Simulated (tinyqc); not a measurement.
Length of a molecular wire: coherent transport through a tight-binding bridge. Computed by the program tinyqc. Command: `OMP_NUM_THREADS=1 python tinyqc.py 114483 114484 out.jsonl`; one thread of a shared host (Intel(R) Xeon(R) Processor @ 2.60GHz), about 1 s.

A uniform bridge between two chains:
```
parameter,value
site energy (eV),2.770000
hopping in the bridge (eV),1.130000
lead hopping (eV),2.200000
couplings (eV),"0.73, 0.5"
E (eV),0.360000
```

T = Gamma_L Gamma_R |G_1n|^2 with the self-energies of semi-infinite chains.

Transmission against length:
```
sites,T,ln T
2,6.4468e-03,-5.0442
3,2.7360e-03,-5.9013
4,1.2467e-03,-6.6873
5,5.8668e-04,-7.4410
6,2.8029e-04,-8.1797
7,1.3488e-04,-8.9111
8,6.5135e-05,-9.6390
9,3.1506e-05,-10.3653
10,1.5252e-05,-11.0908
```

E lies outside the band of the bridge (|E - e|/2h = 1.066 > 1), so T decays as exp(-beta n) with beta = 2 arccosh(1.066) = 0.7247 a site; the last two rows give 0.7255.
